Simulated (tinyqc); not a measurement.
# Decay of LO phonons and the hot-phonon bottleneck in the cooling of electrons, step by step

A worked calculation. Computed by tinyqc, a small Python program that keeps every step. Command: `OMP_NUM_THREADS=1 python tinyqc.py 3031127 3031128 out.jsonl hotphonon walk`. One thread of a shared host (Intel(R) Xeon(R) Processor @ 2.30GHz), about 0.01 s of CPU time with the checks. Intermediate numbers are printed to about 7 digits and carried at full precision; extremes and crossings named in words are read from the listed rows.

n(E, T) = 1/(exp(E/(k_B T)) - 1) is the Bose occupation. Electrons have a temperature T_e; the LO modes within their reach share one occupation N; the decay products stay at the lattice temperature.

Inputs (values chosen for the exercise, modelled on gallium oxide):
```
quantity,value,unit
LO energy hbar omega,43.9,meV
"lifetime at T = 0, tau_0",1.3,ps
lattice temperature T,77,K
electron mass m*,0.293,m_0
eps_inf,3.5,-
static dielectric constant eps_s,10.3,-
electron density n,1.9e+17,1/cm^3
"density of LO modes that the electrons reach, N_m",3e+19,1/cm^3
power supplied per electron P,0.32,nW
step factor,1,-
```

Decay channel: two equal phonons (Klemens).

Constants: k_B = 8.617333262e-05 eV/K; c = 299792458 m/s; e^2/(4 pi eps_0) = 14.39964548 eV angstrom; hbar^2/(2 m_0) = 3.80998212 eV angstrom^2; hbar = 6.582119569e-16 eV s; e = 1.602176634e-19 C; k_B = 1.380649e-23 J/K.

## Lifetime and Raman width

Decay rate 1/tau = (1/tau_0) [1 + 2 n(hbar omega/2)]. Full width Gamma = 1/(2 pi c tau) in 1/cm, c in cm/s.

thermal factor tau_0/tau = 1.075955

phonon lifetime tau = 1.208229 ps

Raman width Gamma = 4.393898 1/cm

equilibrium LO occupation N_0 = 0.001340459

Spontaneous decay rules: the products are hardly occupied.

## Spontaneous emission time

Froehlich coupling alpha = (e^2/(4 pi eps_0)) (1/eps_inf - 1/eps_s) k_0/(2 hbar omega), k_0 = sqrt(m* hbar omega/(hbar^2/(2 m_0))); emission time tau_sp = hbar/(2 alpha hbar omega); bottleneck ratio r = (n/N_m) tau/tau_sp.

alpha = 1.797486

emission time tau_sp = 4.170669 fs

bottleneck ratio r = 1.834746

r compares the rate at which electrons exchange quanta with a mode to its decay rate. Exchange outruns decay, so a hot population builds up if the power is high enough. Caution: alpha is above 1/2, so hbar/tau_sp exceeds hbar omega and the emission time, a weak-coupling result, is only rough.

## Electron and phonon temperatures in closed form

Net emission per electron: [(N + 1) x - N]/tau_sp with x = exp(-hbar omega/(k_B T_e)), a simple two-level balance; steady state of the modes: n [(N + 1) x - N]/tau_sp = N_m (N - N_0)/tau; power per electron P = hbar omega [(N + 1) x - N]/tau_sp. With p = P tau_sp/(hbar omega): N = N_0 + r p and x = (p + N)/(N + 1); without hot phonons N = N_0. The mode temperature T_LO solves n(hbar omega, T_LO) = N.

reduced power p = 1.897496e-04

LO occupation N = 0.001688602

electron temperature T_e = 81.13305 K

T_e without hot phonons = 78.57228 K

mode temperature T_LO = 79.77997 K

Hot phonons raise T_e by 3 K. T_LO lies between the lattice and the electrons.

## The same balance by iteration

Eliminating N gives P(T_e) = (hbar omega/tau_sp) [(N_0 + 1) x - N_0]/[1 + r (1 - x)]. Newton steps on ln P against ln T_e, times the step factor, each limited to 0.7 in ln T_e and to keeping a fifth of T_e - T; start at 1.5 T; stop when |ln(P/P(T_e))| < 1e-9 or after 40 steps.

Iterations:
```
step,T_e (K),P(T_e) (nW),ln(P/P(T_e))
0,115.5000,6.489326,-3.009593e+00
1,84.7000,0.658774,-7.220596e-01
2,80.2296,0.243630,2.726684e-01
3,81.0390,0.311874,2.572023e-02
4,81.1321,0.319920,2.487196e-04
5,81.1331,0.320000,2.347222e-08
6,81.1331,0.320000,1.110223e-15
```

converged (1 yes, 0 no) = 1

T_e from the iteration = 81.13305 K

Converged at step 6.

## Energy relaxation with and without hot phonons

P(T_e) = (hbar omega/tau_sp) [(N_0 + 1) x - N_0]/[1 + r (1 - x)], and r = 0 without hot phonons; energy relaxation time tau_E = (3/2) k_B (T_e - T)/P.

Cooling:
```
T_e (K),"P, cold phonons (nW)","P, hot phonons (nW)",ratio,tau_E (ps),N
107,12.18811,4.323484,2.819048,0.1437017,0.006044171
157,63.55656,23.00076,2.763237,0.07203147,0.02636402
227,176.7579,66.94753,2.640245,0.04640142,0.07417567
377,434.9502,184.3226,2.359722,0.03370677,0.2018733
577,696.1464,335.3411,2.075935,0.03087861,0.3661730
877,942.3976,521.1263,1.808386,0.03179227,0.5682971
1380,1165.161,743.8667,1.566357,0.03627637,0.8106263
2080,1319.591,943.5281,1.398570,0.04396435,1.027847
```

Reabsorption cuts the loss by a factor 2.82 at the lowest T_e and 1.40 at the highest; the factor is 1 + r (1 - x) with r = 1.83. tau_E runs from 0.14 to 0.044 ps, with its shortest value, 0.031 ps, at T_e = 577 K, against tau_sp = 4.2 fs and a phonon lifetime of 1.2 ps. Pauli blocking is left out, as are upper valleys and non-parabolic bands, which can matter above about 1000 K.

Checks made by the program: iteration against the closed form (relative difference below 1e-10).
